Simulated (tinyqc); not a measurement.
Worked calculation: Raman shift of the zone-centre optical phonon of a diamond-structure crystal under stress. Computed by tinyqc, a small Python program that keeps every step. Command: `OMP_NUM_THREADS=1 python tinyqc.py 3024080 3024081 out.jsonl ramanstress walk`. One thread of a shared host (Intel(R) Xeon(R) Processor @ 2.30GHz), about 0.01 s of CPU time with the checks. Intermediate numbers are printed to about 5 digits and carried at full precision; extremes and crossings named in words are read from the listed rows.

Axes x, y, z are the cube axes. Strain shifts the threefold optical mode and can split it; p, q and r are the phonon deformation potentials.

Inputs (values chosen for the exercise, modelled on silicon):
```
quantity                             value      unit
unstrained frequency omega_0         519.8      1/cm
p/omega_0^2                          -1.89         -
q/omega_0^2                          -2.38         -
r/omega_0^2                         -0.695         -
C11                                  164.4       GPa
C12                                  63.99       GPa
C44                                  79.39       GPa
stress sigma (tension positive)       0.77       GPa
polarisation angle phi                  10    degree
temperature coefficient d omega/dT  -0.022  1/(cm K)
local temperature T                    400         K
laser wavelength                       488        nm
```

Stress state: uniaxial. Axis: [110].

Constants: h = 6.62607015e-34 J s; c = 299792458 m/s; k_B = 1.380649e-23 J/K.

## Compliances

S11 = (C11 + C12)/D, S12 = -C12/D, D = (C11 - C12)(C11 + 2 C12), S44 = 1/C44.

S11 = 7.7795 1/TPa

S12 = -2.1797 1/TPa

S44 = 12.596 1/TPa

## Stress and strain tensors

Uniaxial stress along the unit vector n of the axis: sigma_ij = sigma n_i n_j. eps_xx = S11 sigma_xx + S12 (sigma_yy + sigma_zz), and cyclic; eps_xy = S44 sigma_xy/2 (tensor strain).

stress (GPa):
```
       x      y      z
x  0.385  0.385  0.000
y  0.385  0.385  0.000
z  0.000  0.000  0.000
```

strain (per mille):
```
        x       y        z
x  2.1559  2.4247   0.0000
y  2.4247  2.1559   0.0000
z  0.0000  0.0000  -1.6783
```

volume strain = 2.6336 per mille

## Secular matrix and shifts

Secular matrix: M_xx = p eps_xx + q (eps_yy + eps_zz), M_xy = 2 r eps_xy; its eigenvalues are omega^2 - omega_0^2, and the shifts are these over 2 omega_0.

M/(2 omega_0) (1/cm):
```
         x        y        z
x  -1.3545  -0.8760   0.0000
y  -0.8760  -1.3545   0.0000
z   0.0000   0.0000  -1.8428
```

shifts, in rising order (1/cm): -2.2304  -1.8428  -0.4785

All three modes are split. Tension softens every mode.

## Mean shift and Grueneisen parameter

gamma = -(p + 2q)/(6 omega_0^2); the mean of the three shifts is -gamma omega_0 x (volume strain).

mode Grueneisen parameter gamma = 1.1083

mean shift = -1.5172 1/cm

## The line seen from a (001) surface

Backscattering from a (001) surface: incident polarisation (cos phi, sin phi, 0). With Raman tensors (R_z)_xy = (R_z)_yx = 1 and cyclic, only the z component u_z of a mode counts: I = u_z^2 sin^2(2 phi) for parallel and u_z^2 cos^2(2 phi) for crossed polarisers. An unresolved line sits at the intensity-weighted shift, which is M_zz/(2 omega_0).

total intensity, parallel = 0.11698

total intensity, crossed = 0.88302

shift of the observed line = -1.8428 1/cm

shift per stress = -2.3932 1/(cm GPa)

stress per shift = -417.85 MPa cm

The z-polarised mode is an eigenmode here, so one line is seen.

## The same stress in different states

Uniaxial: sigma n n^T; biaxial: sigma (1 - n n^T); hydrostatic: sigma 1. The line seen from (001) is taken as unresolved, at the intensity-weighted shift M_zz/(2 omega_0).

Shifts (1/cm):
```
state                   lowest   middle  highest  line seen from (001)
uniaxial [100]         -1.8428  -1.8428  -0.8662               -1.8428
uniaxial [110]         -2.2304  -1.8428  -0.4785               -1.8428
uniaxial [001]         -1.8428  -1.8428  -0.8662               -0.8662
uniaxial [111]         -2.6852  -0.9332  -0.9332               -1.5172
biaxial, normal [001]  -3.6855  -2.7089  -2.7089               -3.6855
biaxial, normal [111]  -3.6184  -3.6184  -1.8665               -3.0344
hydrostatic            -4.5517  -4.5517  -4.5517               -4.5517
```

Seen from (001), uniaxial stress along [100] and along [110] give the same shift (-1.843), and equal biaxial stress in the plane gives twice as much (-3.686), since only sigma_xx + sigma_yy and sigma_zz enter M_zz. Stress along [001] gives -0.866. One measured shift therefore fixes the stress only once its state is assumed: read as uniaxial in the plane, a shift implies twice the stress that it does read as biaxial.

## Heating mistaken for stress

A temperature above 300 K shifts the line by (d omega/dT)(T - 300 K); divided by the shift per stress it poses as a stress; the total shift adds it to the shift of the observed line. The anti-Stokes to Stokes ratio is [(omega_L + omega_0)/(omega_L - omega_0)]^3 exp(-h c omega_0/(k_B T)) in photon counts, omega_L = 1/wavelength, resonance effects left out.

thermal shift = -2.2 1/cm

apparent stress from heating = 0.91927 GPa

total shift = -4.0428 1/cm

anti-Stokes/Stokes ratio = 0.17952

Heating poses as tension, 119 % of the true stress in size; the intensity ratio gives T apart from the shift.

Checks made by the program: mean of the eigenvalues against the trace rule (relative difference below 1e-10); weighted mean of the modes against M_zz (relative difference below 1e-10).
